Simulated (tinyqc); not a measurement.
Inside a calculation. Method: UHF in the sto-6g basis, for BeH2, spin multiplicity 1. One step of it, computed by the program tinyqc.

Task: Iteration 1: diagonalisation and new density. Diagonalise F' = X^T F X, C = X C', fill 3 alpha and 3 beta electrons from the bottom; D(s) = C_occ C_occ^T; the new density keeps 0.2 of the old one (damping). Each column has its largest component positive (the first on a tie).

F(alpha) (hartree), lower triangle:
```
            1Be 1s     1Be 2s   1Be 2px    1Be 2py    1Be 2pz      2H 1s      3H 1s
1Be 1s   -4.499329
1Be 2s   -1.254317  -0.486922
1Be 2px   0.000000   0.000000  0.253870
1Be 2py   0.002264  -0.004680  0.000000  -0.237559
1Be 2pz   0.006386  -0.214675  0.000000   0.012196   0.085326
2H 1s    -0.428917  -0.371225  0.000000  -0.331648  -0.138232  -0.309152
3H 1s    -0.403029  -0.358124  0.000000   0.330264  -0.151597  -0.028291  -0.311932
```

F(beta) (hartree), lower triangle:
```
            1Be 1s     1Be 2s   1Be 2px    1Be 2py   1Be 2pz      2H 1s      3H 1s
1Be 1s   -4.506597
1Be 2s   -1.248066  -0.525809
1Be 2px   0.000000   0.000000  0.246683
1Be 2py   0.002136  -0.002267  0.000000  -0.249031
1Be 2pz  -0.009864   0.180777  0.000000  -0.013777  0.139563
2H 1s    -0.426367  -0.380746  0.000000  -0.334082  0.094351  -0.305147
3H 1s    -0.400285  -0.369482  0.000000   0.333476  0.107991  -0.025996  -0.307821
```

X:
```
                 1          2          3         4          5          6         7
1Be 1s   -0.010991  -0.278914   0.941692  0.000000  -0.239589  -0.028108  0.230770
1Be 2s    0.099942   1.291483  -0.122653  0.000000  -0.045784  -0.061075  0.497926
1Be 2px   0.000000   0.000000   0.000000  1.000000   0.000000   0.000000  0.000000
1Be 2py   1.515743  -0.077863  -0.003552  0.000000   0.001456   0.540607  0.063700
1Be 2pz   0.007050   0.100155   0.259141  0.000000   0.963026  -0.004717  0.035755
2H 1s    -1.170730  -0.778247  -0.234874  0.000000   0.061965   0.326440  0.394192
3H 1s     1.042368  -0.888306  -0.238696  0.000000   0.062828  -0.413883  0.304557
```

D(alpha) at the start, lower triangle:
```
            1Be 1s    1Be 2s   1Be 2px    1Be 2py   1Be 2pz      2H 1s     3H 1s
1Be 1s    0.998131
1Be 2s   -0.001590  0.140160
1Be 2px   0.000000  0.000000  0.000000
1Be 2py  -0.005595  0.007636  0.000000   0.338339
1Be 2pz  -0.116927  0.248775  0.000000  -0.021060  0.458280
2H 1s    -0.062828  0.113551  0.000000   0.207283  0.187642   0.215067
3H 1s    -0.057076  0.102937  0.000000  -0.193528  0.209901  -0.031657  0.196456
```

D(beta) at the start, lower triangle:
```
            1Be 1s     1Be 2s   1Be 2px    1Be 2py    1Be 2pz      2H 1s     3H 1s
1Be 1s    1.010861
1Be 2s   -0.035515   0.227894
1Be 2px   0.000000   0.000000  0.000000
1Be 2py  -0.004384   0.003930  0.000000   0.338369
1Be 2pz   0.126138  -0.286524  0.000000   0.022170   0.369064
2H 1s    -0.073233   0.145058  0.000000   0.206969  -0.169925   0.218236
3H 1s    -0.068690   0.138207  0.000000  -0.193861  -0.193504  -0.028265  0.200076
```

overlap S, lower triangle:
```
           1Be 1s    1Be 2s   1Be 2px    1Be 2py   1Be 2pz     2H 1s     3H 1s
1Be 1s   1.000000
1Be 2s   0.254764  1.000000
1Be 2px  0.000000  0.000000  1.000000
1Be 2py  0.000000  0.000000  0.000000   1.000000
1Be 2pz  0.000000  0.000000  0.000000   0.000000  1.000000
2H 1s    0.086020  0.493368  0.000000   0.544738  0.041202  1.000000
3H 1s    0.080518  0.481053  0.000000  -0.537131  0.040932  0.048629  1.000000
```

Give: F' = X^T F X; orbital energies; coefficients C; F' = X^T F X; orbital energies; coefficients C; D(alpha) after iteration 1; D(beta) after iteration 1.

Result:

F' = X^T F X (alpha) (hartree), lower triangle:
```
        1       2       3      4       5       6       7
1   0.988
2  -0.006   0.449
3   0.012   0.304  -3.359
4   0.000   0.000   0.000  0.254
5  -0.003  -0.131   1.057  0.000  -0.200
6   0.060  -0.029   0.193  0.000  -0.018  -0.428
7   0.008   0.166  -1.605  0.000   0.260   0.085  -1.141
```

orbital energies (alpha) (hartree): MO1 -4.502, MO2 -0.432, MO3 -0.419, MO4 0.188, MO5 0.254, MO6 0.484, MO7 0.990

coefficients C (alpha):
```
            MO1     MO2     MO3     MO4    MO5     MO6     MO7
1Be 1s    0.993  -0.184  -0.078   0.065  0.000  -0.216  -0.006
1Be 2s    0.029   0.418   0.177  -0.046  0.000   1.316   0.082
1Be 2px   0.000   0.000   0.000   0.000  1.000   0.000   0.000
1Be 2py  -0.001  -0.173   0.445  -0.007  0.000  -0.063   1.539
1Be 2pz   0.000   0.361   0.126   0.926  0.000  -0.045   0.008
2H 1s    -0.002   0.203   0.529  -0.259  0.000  -0.772  -1.146
3H 1s    -0.003   0.519  -0.250  -0.294  0.000  -0.844   1.034
```

F' = X^T F X (beta) (hartree), lower triangle:
```
        1       2       3      4       5       6       7
1   0.985
2  -0.006   0.457
3   0.011   0.334  -3.460
4   0.000   0.000   0.000  0.247
5  -0.004  -0.025   0.903  0.000  -0.118
6   0.050  -0.030   0.174  0.000  -0.085  -0.433
7   0.009   0.177  -1.510  0.000   0.611   0.083  -1.128
```

orbital energies (beta) (hartree): MO1 -4.509, MO2 -0.430, MO3 -0.420, MO4 0.174, MO5 0.247, MO6 0.500, MO7 0.986

coefficients C (beta):
```
            MO1     MO2     MO3     MO4    MO5     MO6     MO7
1Be 1s    0.993  -0.143  -0.156  -0.015  0.000  -0.211  -0.006
1Be 2s    0.027   0.341   0.370  -0.166  0.000   1.288   0.085
1Be 2px   0.000   0.000   0.000   0.000  1.000   0.000   0.000
1Be 2py  -0.001  -0.354   0.338   0.011  0.000  -0.065   1.535
1Be 2pz   0.001  -0.239  -0.226   0.899  0.000   0.300   0.003
2H 1s    -0.002  -0.031   0.562   0.304  0.000  -0.753  -1.150
3H 1s    -0.003   0.570  -0.003   0.344  0.000  -0.826   1.037
```

D(alpha) after iteration 1, lower triangle:
```
         1Be 1s  1Be 2s  1Be 2px  1Be 2py  1Be 2pz   2H 1s  3H 1s
1Be 1s    1.020
1Be 2s   -0.050   0.193
1Be 2px   0.000   0.000    0.000
1Be 2py  -0.004   0.007    0.000    0.250
1Be 2pz  -0.084   0.188    0.000   -0.009    0.209
2H 1s    -0.077   0.165    0.000    0.202    0.149   0.300
3H 1s    -0.075   0.158    0.000   -0.200    0.167  -0.028  0.305
```

D(beta) after iteration 1, lower triangle:
```
         1Be 1s  1Be 2s  1Be 2px  1Be 2py  1Be 2pz   2H 1s  3H 1s
1Be 1s    1.027
1Be 2s   -0.071   0.249
1Be 2px   0.000   0.000    0.000
1Be 2py  -0.003   0.005    0.000    0.259
1Be 2pz   0.082  -0.189    0.000    0.011    0.160
2H 1s    -0.083   0.187    0.000    0.202   -0.130   0.297
3H 1s    -0.081   0.182    0.000   -0.201   -0.147  -0.021  0.300
```
